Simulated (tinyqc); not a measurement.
Wavelength: periodic multilayer mirror for extreme ultraviolet light.

s polarisation, vacuum above. q_j = sqrt(N_j^2 - sin^2 theta); interface r_jk = (q_j - q_k)/(q_j + q_k) exp(-2 (2 pi/lam)^2 q_j q_k sg^2) (Nevot-Croce; sg = 0 if not given); phase factor of a layer x_j = exp(4 pi i q_j d_j/lam). Each period has the spacer (thickness (1 - Gm) L) on top of the absorber (Gm L). In this recursion R is the amplitude; R in tables and results is the reflectance, its squared modulus. The substrate is of the spacer material. Starting with R = 0 in it, each interface upward gives R -> (r + R x)/(1 + r R x), x that of the layer below the interface (1 for the substrate).

Inputs chosen for the exercise (optical constants near those of Mo and Si at 13.5 nm; shifted at random, so the results belong to these values and not to a real crystal): dA = (0.0789, 0.0064) (delta and beta of the absorber, N = 1 - delta + i beta); dS = (0.0008, 0.0019) (delta and beta of the spacer and the substrate); L = 6.98 nm (period); Gm = 0.44 (absorber share of the period); theta = 6 degrees (angle from the normal); sg = 0.5 nm (interface roughness); Np = 40 (periods).

The optical constants are held fixed.

Reflectance:

| lam (nm) | R |
|---|---|
| 12.9 | 0.112 |
| 13.0 | 0.174 |
| 13.1 | 0.433 |
| 13.2 | 0.586 |
| 13.3 | 0.660 |
| 13.4 | 0.696 |
| 13.6 | 0.684 |
| 13.7 | 0.573 |
| 13.8 | 0.227 |
| 13.9 | 0.086 |
| 14.0 | 0.145 |
| 14.1 | 0.056 |
| 14.2 | 0.020 |
| 14.3 | 0.058 |

Give the missing row, lam (nm) = 13.5.

Computed row:
```
lam (nm)      R
13.5      0.707
```

The largest value listed is 0.707 at 13.5 nm, against lam_B = 2 L Re(mean q) = 13.390 nm; the peak lies on the long side, where the nodes of the standing wave fall in the absorber. R exceeds half of that from 13.1 to 13.7 nm of the wavelengths listed, at least 4.4 % of the wavelength; a chain of ten mirrors narrows it, since R^10 falls to half where R has lost only 7 %.

Computed by tinyqc, a small Python program: `OMP_NUM_THREADS=1 python tinyqc.py 1680643 1680644 out.jsonl` (the numbers bound the seed that draws the inputs); one thread of a shared host (Intel(R) Xeon(R) Processor @ 2.30GHz), about 0.01 s for the whole set of steps.
